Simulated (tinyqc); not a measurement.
# Small-signal admittance of a forward-biased p+-n diode: two studies

Holes injected into a neutral base of width wb with an ohmic contact at its end; low injection, p0 far above the equilibrium density. A small voltage v exp(i w t), w = 2 pi f, modulates the edge density by p0 v/Vt, and the small-signal density obeys Dp d2p/dx2 = (1/tau + i w) p.

Inputs (values chosen for the exercise); permittivity close to that of gallium arsenide: temperature T = 275 K; relative permittivity eps_r = 12.9; donor density of the base Nd = 1.4e16 cm^-3; hole diffusion coefficient Dp = 4.7 cm^2/s; hole lifetime tau = 3e-6 s; width of the neutral base wb = 16 um; excess hole density at the junction edge p0 = 9e13 cm^-3; acceptor density of the p+ side Na = 1e19 cm^-3; series resistance Rs = 0.0061 ohm cm^2; signal frequency f = 39000 Hz.

Constants: q = 1.602176634e-19 C, kB = 1.380649e-23 J/K, Vt = kB T/q, eps0 = 8.8541878128e-14 F/cm where lengths are in cm. Results are converted to the units shown.

Each table varies one quantity; the others keep the values above.

## Admittance against frequency

L = sqrt(Dp tau); direct current J = (q Dp p0/L) coth(wb/L); k = sqrt(1 + i w tau)/L; diffusion admittance Y = (q Dp p0/Vt) k coth(k wb) = G + i w C_diff; junction capacitance C_j = sqrt(q eps0 eps_r Nd/(2 Vr)) in the depletion approximation, with the remaining barrier Vr = Vt ln(Na/p0), a rough value under forward bias; base-width modulation is left out. Measured admittance 1/[Rs + 1/(Y + i w C_j)].

The same in every row: C_j (uF/cm^2) = 0.06821.

Admittance against frequency:

| f (Hz) | w tau | G (S/cm^2) | C_diff (uF/cm^2) | measured G (S/cm^2) | measured C (uF/cm^2) | phase of the measured Y (degrees) |
|---|---|---|---|---|---|---|
| 2000 | 0.03770 | 1.894 | 0.3169 | 1.873 | 0.3763 | 0.1447 |
| 8000 | 0.1508 | 1.894 | 0.3169 | 1.873 | 0.3763 | 0.5787 |
| 30000 | 0.5655 | 1.895 | 0.3168 | 1.873 | 0.3763 | 2.169 |
| 1e5 | 1.885 | 1.899 | 0.3166 | 1.877 | 0.3761 | 7.174 |
| 6e5 | 11.31 | 2.048 | 0.3091 | 2.034 | 0.3680 | 34.30 |
| 2e6 | 37.70 | 3.143 | 0.2550 | 3.179 | 0.3110 | 50.87 |
| 1e7 | 188.5 | 7.415 | 0.1173 | 7.817 | 0.1690 | 53.64 |
| 4e7 | 754.0 | 14.80 | 0.05880 | 18.22 | 0.1035 | 55.00 |
| 2e8 | 3770 | 33.07 | 0.02631 | 63.89 | 0.04800 | 43.35 |

G starts at J/Vt = 1.89 S/cm^2 and C_diff at (J tau/(2 Vt))(1 - 2 x/sinh 2x) = 0.317 uF/cm^2, x = wb/L = 0.426. Between the last two rows G goes as f^(0.50) and C_diff as f^(-0.50); the limits are 1/2 and -1/2, reached when the signal penetrates only sqrt(Dp/w). The measured C is 2.3 % below C_diff + C_j in the first row and 49 % below it in the last, the difference being due to Rs.

## Effect of the excess hole density at the junction edge

Same model as above.

The same in every row: w tau = 0.7351.

Result of one run:

| p0 (cm^-3) | G (S/cm^2) | C_diff (uF/cm^2) | C_j (uF/cm^2) | measured G (S/cm^2) | measured C (uF/cm^2) | phase of the measured Y (degrees) |
|---|---|---|---|---|---|---|
| 1e9 | 2.106e-5 | 3.520e-6 | 0.04845 | 2.192e-5 | 0.04846 | 89.89 |

What becomes of these results when the excess hole density at the junction edge p0 is changed from 1e9 to 1e13 cm^-3, all else the same?

Result of the changed run:

| p0 (cm^-3) | G (S/cm^2) | C_diff (uF/cm^2) | C_j (uF/cm^2) | measured G (S/cm^2) | measured C (uF/cm^2) | phase of the measured Y (degrees) |
|---|---|---|---|---|---|---|
| 1e13 | 0.2106 | 0.03520 | 0.06255 | 0.2103 | 0.09750 | 6.482 |

The whole series:

| p0 (cm^-3) | G (S/cm^2) | C_diff (uF/cm^2) | C_j (uF/cm^2) | measured G (S/cm^2) | measured C (uF/cm^2) | phase of the measured Y (degrees) |
|---|---|---|---|---|---|---|
| 1e9 | 2.106e-5 | 3.520e-6 | 0.04845 | 2.192e-5 | 0.04846 | 89.89 |
| 1e10 | 2.106e-4 | 3.520e-5 | 0.05107 | 2.115e-4 | 0.05111 | 89.03 |
| 1e11 | 0.002106 | 3.520e-4 | 0.05417 | 0.002107 | 0.05452 | 81.04 |
| 1e12 | 0.02106 | 0.003520 | 0.05791 | 0.02105 | 0.06142 | 35.56 |
| 1e13 | 0.2106 | 0.03520 | 0.06255 | 0.2103 | 0.09750 | 6.482 |
| 1e14 | 2.106 | 0.3520 | 0.06852 | 2.079 | 0.4100 | 2.767 |
| 1e15 | 21.06 | 3.520 | 0.07661 | 18.66 | 2.825 | 2.124 |

As p0 goes from 1e9 to 1e15, G rises from 2.11e-5 to 21.1 S/cm^2, C_diff rises from 3.52e-6 to 3.52 uF/cm^2 and the measured C rises from 0.0485 to 2.82 uF/cm^2. C_diff exceeds C_j for p0 = 1e14, 1e15.

tinyqc, about 0.01 s, one thread, Intel Xeon 2.30GHz (shared host): `OMP_NUM_THREADS=1 python tinyqc.py 2890230 2890231 out.jsonl`
